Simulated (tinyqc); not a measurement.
Phase shift across the band: Koster-Slater impurity in a tight-binding band, by Green functions and by supercells. Computed by tinyqc, a small Python program. Command: `OMP_NUM_THREADS=1 python tinyqc.py 3026943 3026944 out.jsonl kosterslater walk`. One thread of a shared host (Intel(R) Xeon(R) Processor @ 2.30GHz), about 0.04 s of CPU time with the checks.

One orbital per site, e(k) = -2 t sum cos(k_i) over 3 direction(s), band from -6 t to 6 t, lattice constant 1. One site has the extra energy U. Spin is left out.

Inputs (values chosen for the exercise, for a model band): hopping t = 0.48 eV; impurity potential U = -2.72 eV; broadening eta = 0.038 eV.

Lattice: simple cubic.

Method:
- Outside the band G0(E) = (1/pi) int_0^pi dk (2/(pi z)) K(16 t^2/z^2), z = E + 2 t cos k, K the complete elliptic integral with parameter m; 200 Gauss-Legendre points.
- A bound state solves 1/U = G0(E).
- Bisection in ln(distance from the edge) between 1e-5 t and |U| + t. Weight on the impurity site: -1/(U^2 dG0/dE), by a central difference with step min(1e-4 t, distance/30). Decay length along an axis: 1/arccosh(1 + distance/(2 t)).
- Inside the band G0(z), z = E + i eta, comes from the chain form 1/(sqrt(y - 2t) sqrt(y + 2t)) (principal roots) at y = z + 2 t cos k + 2 t cos k', averaged over k and k' in (0, pi) with 200 Gauss-Legendre points each.
- delta/pi = -arg(1 - U G0)/pi counts the states added below E (Friedel); host DOS = -Im G0/pi, DOS on the impurity = -Im[G0/(1 - U G0)]/pi; 13 evenly spaced energies from -(band edge + |U| + 2t) to +(band edge + |U| + 2t).

distance from the band edge = 0.409227 eV

level E_b = -3.28923 eV

Across the spectrum:

| E (eV) | Re G0 (1/eV) | host DOS (1/eV) | DOS on the impurity (1/eV) | delta/pi |
|---|---|---|---|---|
| -6.5600 | -0.15777 | 0.00031 | 0.0010 | 0.00149 |
| -5.4667 | -0.19255 | 0.00047 | 0.0021 | 0.00271 |
| -4.3733 | -0.24920 | 0.00083 | 0.0080 | 0.00704 |
| -3.2800 | -0.36915 | 0.00226 | 5.8040 | 0.56647 |
| -2.1867 | -0.55740 | 0.07859 | 0.1095 | 0.70858 |
| -1.0933 | -0.62116 | 0.22061 | 0.0548 | 0.61162 |
| 0.0000 | 0.00000 | 0.29241 | 0.0404 | 0.37882 |
| 1.0933 | 0.62116 | 0.22061 | 0.0205 | 0.19459 |
| 2.1867 | 0.55740 | 0.07859 | 0.0116 | 0.08302 |
| 3.2800 | 0.36915 | 0.00226 | 0.0006 | 0.00306 |
| 4.3733 | 0.24920 | 0.00083 | 0.0003 | 0.00135 |
| 5.4667 | 0.19255 | 0.00047 | 0.0002 | 0.00085 |
| 6.5600 | 0.15777 | 0.00031 | 0.0002 | 0.00059 |

What does the comparison show, and why?

delta/pi starts and ends near zero (+0.001 and +0.001): the impurity moves states but creates none. delta/pi rises at the bound state below the band (-3.289 eV), reaches 0.71 among these rows (1 in the limit of small eta, just above the level) and is paid back by the top of the band.

Extremes, crossings and ranges named in words are read from the listed rows.
